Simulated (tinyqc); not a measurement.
Resistance of a source-drain extension with a graded tip: two steps of the calculation.

y runs along the channel, the gate covers y > 0. The doping is N0 for y < y0 and N0 10^(-(y - y0)/la) beyond, uniform over the depth xj. Sheet conductance s(y) = q mu(N) max(N - Nch, 0) xj + (for y > 0) ma Cox Vo, with mu(N) = u0 + (u1 - u0)/(1 + (N/Nr)^au) and Cox = eps0 eox/tox. Current is taken as one-dimensional; depletion of the tip, spreading and the contact are left out. The metallurgical junction lies at yj, where N = Nch.

Values chosen for this exercise; mobility law close to that of holes in silicon: relative permittivity of the gate insulator (close to silicon dioxide) eox = 3.9; insulator thickness tox = 1 nm; active doping of the extension far from the gate N0 = 1.8e20 cm^-3; lateral abruptness la = 4 nm/decade; position under the gate where the fall begins (gate edge at 0) y0 = -0.8 nm; depth of the extension xj = 13 nm; channel doping Nch = 1.9e18 cm^-3; gate overdrive Vo = 0.61 V; mobility of the gate-induced layer ma = 48 cm^2/(V s); mobility at low doping u1 = 470.5 cm^2/(V s); mobility at high doping u0 = 44.9 cm^2/(V s); reference doping Nr = 2.23e17 cm^-3; exponent au = 0.719; gate length Lg = 45 nm.

Constants: q = 1.602176634e-19 C, eps0 = 8.8541878128e-14 F/cm where lengths are in cm. Results are converted to the units shown.

Problem 1. Sheet resistances and junction position. yj = y0 + la log10(N0/Nch); sheet resistance of the full extension 1/[q mu(N0)(N0 - Nch) xj] and of the gate-induced layer 1/(ma Cox Vo); metallurgical length Lg - 2 yj; ye is where the doped and the gate-induced conductances are equal.

Find: yj; sheet resistance of the extension; sheet resistance of the induced layer; metallurgical length; ye; N at ye.

Solution 1.

yj = 7.1061 nm
sheet resistance of the extension = 557.78 ohm/square
sheet resistance of the induced layer = 9890.4 ohm/square
metallurgical length = 30.788 nm
ye = 4.5102 nm
N at ye = 8.4668e18 cm^-3

The gate takes over 2.60 nm before the junction, where N is still 4.46 times the channel doping.

Problem 2. Resistance of the overlapped part. Midpoint rule on 12 equal steps from 0 to yj: R_ov = sum h/s(y), per width.

Give: y; N; doped conductance; sheet resistance; R_ov.

Solution 2.

| point | y (nm) | N (cm^-3) | doped conductance (uS) | sheet resistance (ohm/square) |
|---|---|---|---|---|
| 0 | 0.2961 | 9.577e19 | 983.0 | 922.4 |
| 1 | 0.8883 | 6.811e19 | 713.6 | 1227 |
| 2 | 1.480 | 4.844e19 | 519.6 | 1611 |
| 3 | 2.073 | 3.444e19 | 379.3 | 2081 |
| 4 | 2.665 | 2.450e19 | 277.3 | 2642 |
| 5 | 3.257 | 1.742e19 | 202.6 | 3293 |
| 6 | 3.849 | 1.239e19 | 147.1 | 4029 |
| 7 | 4.441 | 8.809e18 | 105.3 | 4845 |
| 8 | 5.033 | 6.265e18 | 73.05 | 5742 |
| 9 | 5.626 | 4.455e18 | 47.46 | 6731 |
| 10 | 6.218 | 3.168e18 | 26.39 | 7844 |
| 11 | 6.810 | 2.253e18 | 8.290 | 9141 |

R_ov = 29.67 ohm um

tinyqc, about 0.03 s, one thread, Intel Xeon 2.30GHz (shared host): `OMP_NUM_THREADS=1 python tinyqc.py 2282169 2282170 out.jsonl`
